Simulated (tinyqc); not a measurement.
Biaxially strained (001) channel, valley splitting in an inversion layer: effect of the confining field.

A thin layer grown on a relaxed buffer is stretched in the plane. The two valleys with their long axis along the growth direction (D2) sink against the four in-plane ones (D4); confinement in a triangular well splits them too. Only the lowest subband of each set is kept; one relaxation time, so the weakening of intervalley scattering is left out.

e_par = b1 x, e_perp = -2 (c12/c11) e_par, splitting D = Xu (e_par - e_perp), in-plane stress (c11 + c12 - 2 c12^2/c11) e_par. Levels E(m) = 2.33811 (hbar^2 q^2 F^2/(2 m))^(1/3): E2 = E(ml), E4 = E(mt) + D; N2 = 2 mt kB T/(pi hbar^2), N4 = 4 sqrt(mt ml) kB T/(pi hbar^2). EF solves Ns = N2 ln(1 + exp((EF - E2)/Vt)) + N4 ln(1 + exp((EF - E4)/Vt)); f2 is the share in D2, and 1/mc = f2/mt + (1 - f2)(1/mt + 1/ml)/2. The gain is mc(x = 0)/mc.

Inputs (values chosen for the exercise); values close to those of silicon on relaxed silicon-germanium: temperature T = 250 K; germanium share of the relaxed buffer x = 0.25; lattice mismatch per unit x b1 = 0.0418; elastic constant c11 = 170 GPa; elastic constant c12 = 63.7 GPa; shear deformation potential Xu = 8.87 eV; longitudinal mass ml = 0.913 m0; transverse mass mt = 0.186 m0; inversion density Ns = 2.2e12 cm^-2.

Constants: q = 1.602176634e-19 C, kB = 1.380649e-23 J/K, hbar = 1.054571817e-34 J s, m0 = 9.1093837015e-31 kg, Vt = kB T/q, hbar^2/(2 m0) = 0.0380998212 eV nm^2. Results are converted to the units shown.

The same in every row: D (meV) = 162.2.

Results:
```
F (MV/cm)	f2 without strain	f2	mc (m0)	gain
0.1	0.4109	0.9990	0.1861	1.306
0.3	0.6981	0.9997	0.1860	1.137
0.5	0.8582	0.9999	0.1860	1.060
0.7	0.9350	1.000	0.1860	1.027
0.9	0.9697	1.000	0.1860	1.012
1.1	0.9855	1.000	0.1860	1.006
1.5	0.9963	1.000	0.1860	1.001
```

Estimate the missing row, F = 1.3 MV/cm.

Computed row:
```
F (MV/cm)	f2 without strain	f2	mc (m0)	gain
1.3	0.9928	1.000	0.1860	1.003
```

With this row back in the table: As F goes from 0.1 to 1.5 MV/cm, f2 stays near 1.00 (without strain: it rises from 0.411 to 0.996) and the gain falls from 1.31 to 1.00. Strong confinement already empties D4, so strain has less to move. At F = 0.1 MV/cm the second D2 subband, left out here, lies within 2 Vt of EF or below it.

Computed by the program tinyqc: `OMP_NUM_THREADS=1 python tinyqc.py 2530014 2530015 out.jsonl`, one thread of a shared Intel Xeon 2.30GHz, about 0.01 s for the whole run.
